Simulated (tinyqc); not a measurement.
Eight-band Kane k.p model with strain, step by step. Values are carried at full precision from step to step, so a last printed digit may differ when a step is redone from the rounded ones.

Constants: hbar^2/2m0 = 3.80998211 eV angstrom^2.

Inputs chosen for the exercise (near those of Ge; the results hold for these values, not for the real material):
```
symbol  value                  unit        meaning
Eg      0.895                  eV          gap at Gamma to the s-like level
Dso     0.29                   eV          spin-orbit splitting
Ep      26.5                   eV          Kane energy
me      0.0378                 m0          electron mass at Gamma
g1      13.39                              Luttinger gamma1
g2      4.24                               gamma2
g3      5.7                                gamma3
a       5.66                   angstrom    lattice constant
a_sub   5.64                   angstrom    lattice constant of the substrate
C11     128.1                  GPa
C12     48.6                   GPa
C44     66.6                   GPa
face    001                                growth face
ac      -8.19                  eV          conduction deformation potential
av      1.24                   eV          valence hydrostatic potential
b       -2.56                  eV          tetragonal shear potential
d       -5.32                  eV          trigonal shear potential
k       (-0.013, 0.028, 0.02)  1/angstrom  wave vector
kmax    0.04                   1/angstrom  end of the path
```

## Derived values

P = sqrt(Ep c); A = 1/me - Ep (Eg + 2 Dso/3)/(Eg (Eg + Dso)) keeps the electron mass; g1' = g1 - Ep/(3 Eg), g2' = g2 - Ep/(6 Eg), g3' = g3 - Ep/(6 Eg) remove the coupling to S that the Luttinger values already hold; L = -c (g1' + 4 g2'), M = -c (g1' - 2 g2'), N = -6 c g3'. c = hbar^2/2m0.

P = 10.0481 eV angstrom
A = -0.7386

g1', g2', g3': [3.5204, -0.6948, 0.7652]

L, M, N (eV angstrom^2): [-2.8234, -18.7070, -17.4919]

The coupling to the valence bands supplies 27.19, against 1/me = 26.46; A makes up the difference. The diagonal term in A bends towards the gap, so the set should be tested for spurious states at large k.

## Strain of a layer grown coherently on a (001) face

e_par = (a_sub - a)/a in the plane; no stress along the normal: e_perp = -2 (C12/C11) e_par; exx = eyy = e_par, ezz = e_perp, no shear.

e_par = -0.003534
e_perp = 0.002681

strain tensor in the cubic axes, rows x, y, z and columns alike:
```
[[-0.003534, 0.000000, 0.000000],
 [0.000000, -0.003534, 0.000000],
 [0.000000, 0.000000, 0.002681]]
```

The layer is under compression in the plane; its volume changes by -0.439 %.

## Strain terms

Strain (Bir-Pikus): H_SS gains ac tr(e); H_XX gains l exx + m (eyy + ezz) and H_XY gains n exy, with l = av + 2 b, m = av - b, n = sqrt(3) d. The sign of av is such that the gap moves by (ac - av) tr(e); the change of P with strain is neglected.

Form the strain terms of the Hamiltonian.

ac tr(e) = 0.03592 eV

strain block of X, Y, Z (the same for both spins) (eV), rows X, Y, Z and columns alike:
```
[[0.01047, 0, 0],
 [0, 0.01047, 0],
 [0, 0, -0.03726]]
```

## The Hamiltonian at one k

Eight-band Kane model, basis S, X, Y, Z times spin, zero of energy at the top of the unstrained valence band, c = hbar^2/2m0. Within each spin: H_SS = Eg + A c k^2, H_SX = i P kx (likewise Y, Z), H_XX = -Dso/3 + L kx^2 + M (ky^2 + kz^2), H_XY = N kx ky, and cyclic. Spin-orbit term (Dso/3) L.sigma on X, Y, Z with (L_k)_ij = -i epsilon_kij: <X+|H|Y+> = -i Dso/3, <X+|H|Z-> = Dso/3, <Y+|H|Z-> = -i Dso/3, <Z+|H|X-> = -Dso/3, <Z+|H|Y-> = i Dso/3, <X-|H|Y-> = i Dso/3, and their conjugates; + and - are the spin along z. Terms from inversion asymmetry are left out, so every level is twofold.

Fill in the matrix, adding ac tr(e) to H_SS and the strain block to X, Y, Z of each spin.

H(k) (eV), rows S+, X+, Y+, Z+, S-, X-, Y-, Z- and columns alike:
```
[[0.9271, -0.1306i, 0.2813i, 0.2010i, 0, 0, 0, 0],
 [0.1306i, -0.1088, 0.0064-0.0967i, 0.0045, 0, 0, 0, 0.0967],
 [-0.2813i, 0.0064+0.0967i, -0.0991, -0.0098, 0, 0, 0, -0.0967i],
 [-0.2010i, 0.0045, -0.0098, -0.1529, 0, -0.0967, 0.0967i, 0],
 [0, 0, 0, 0, 0.9271, -0.1306i, 0.2813i, 0.2010i],
 [0, 0, 0, -0.0967, 0.1306i, -0.1088, 0.0064+0.0967i, 0.0045],
 [0, 0, 0, -0.0967i, -0.2813i, 0.0064-0.0967i, -0.0991, -0.0098],
 [0, 0.0967, 0.0967i, 0, -0.2010i, 0.0045, -0.0098, -0.1529]]
```

## Levels and orbital character

Diagonalise H; the levels come in pairs. The weights are summed over spin and averaged over each pair.

levels, each twofold (eV): [-0.3632, -0.1000, -0.0154, 1.0450]

weights, rows S, X, Y, Z; columns pair 1, pair 2, pair 3, pair 4:
```
[[0.042, 0.048, 0.002, 0.907],
 [0.241, 0.263, 0.484, 0.012],
 [0.332, 0.318, 0.294, 0.056],
 [0.384, 0.370, 0.220, 0.026]]
```

The conduction pair has 9.3 % valence character at this k; the valence pair with most S character is pair 2 (4.8 %).

## Bands along [001] and [110]

The same diagonalisation at six points |k| = 0, kmax/5, ..., kmax along each direction.

Levels (eV):
```
direction  |k| (1/angstrom)   pair 1   pair 2   pair 3  pair 4
[001]                 0.000  -0.2973  -0.0195   0.0105  0.9309
[001]                 0.008  -0.3002  -0.0241   0.0093  0.9369
[001]                 0.016  -0.3092  -0.0372   0.0057  0.9543
[001]                 0.024  -0.3246  -0.0574  -0.0003  0.9821
[001]                 0.032  -0.3469  -0.0826  -0.0087  1.0187
[001]                 0.040  -0.3765  -0.1109  -0.0195  1.0626
[110]                 0.000  -0.2973  -0.0195   0.0105  0.9309
[110]                 0.008  -0.2997  -0.0221   0.0066  0.9371
[110]                 0.016  -0.3074  -0.0324  -0.0019  0.9553
[110]                 0.024  -0.3210  -0.0541  -0.0090  0.9839
[110]                 0.032  -0.3418  -0.0842  -0.0145  1.0210
[110]                 0.040  -0.3715  -0.1179  -0.0196  1.0648
```

At kmax the conduction band lies 2.2 meV and the top valence band 0.2 meV apart between the two directions. k.p holds near Gamma; the zone edge lies near 1 1/angstrom.

## Masses at Gamma

m*/m0 = c h^2/(E(h) - E(0)) with |k| = h = 0.0001 1/angstrom; negative values are hole-like.

Masses (m0):
```
direction  pair 1  pair 2  pair 3  pair 4
[001]      -0.083  -0.053  -0.204   0.041
[110]      -0.100  -0.102  -0.058   0.039
```

Strain has split the top two pairs at Gamma, so each has its own mass tensor; the top pair has -0.204 along [001] and -0.058 along [110].

## Checks

- Electron mass of the unstrained model by finite differences against the input me: both 0.03780.
- Heavy-hole mass along [100] against 1/(g1 - 2 g2): both 0.2037.
- Light-hole mass along [100] against 1/(g1 + 2 g2): both 0.04572.

Program tinyqc; command `OMP_NUM_THREADS=1 python tinyqc.py 1080372 1080373 out.jsonl`; about 0.1 s on one thread of a shared Intel(R) Xeon(R) Processor @ 2.30GHz.
